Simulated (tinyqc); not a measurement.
Size effects in the resistivity of thin metal films and interconnect lines: one step, computed by the program tinyqc. Command: `OMP_NUM_THREADS=1 python tinyqc.py 3016498 3016499 out.jsonl size walk`. One thread of a shared host (Intel(R) Xeon(R) Processor @ 2.30GHz), about 0.01 s of CPU time with the checks.

Electrons lose their drift at surfaces (a share 1 - p of the hits) and at grain boundaries (reflection R), besides bulk scattering.

Task: Resistivity of the film. Both together (Mayadas-Shatzkes film): rho_b/rho = (rho_b/rho of the grains alone) - (6/(pi kappa))(1 - p) int_0^(pi/2) dphi int_0^1 ds (cos^2 phi/H^2)(s - s^3)(1 - exp(-kappa H/s))/(1 - p exp(-kappa H/s)), H = 1 + alpha/(cos phi sqrt(1 - s^2)), 40 x 80 Gauss-Legendre points. Sheet resistance rho/h; additive estimate rho_b (f_surface + f_grain - 1).

Inputs (values chosen for the exercise, modelled on copper): bulk resistivity rho_b = 1.7 microohm cm; specularity p = 0; film thickness h = 25 nm.

Geometry: film.

rho/rho_b from grains = 2.130036

alpha = 0.8163934

kappa = h/lambda = 0.6024096

rho/rho_b from surfaces = 1.766608

Give: resistivity rho; sheet resistance; additive estimate; error of the additive estimate.

Result:

resistivity rho = 4.824 microohm cm

sheet resistance = 1.929 ohm

additive estimate = 4.924 microohm cm

error of the additive estimate = 2.089 %

Adding the two excesses (Matthiessen's rule) is 2.1 % high.
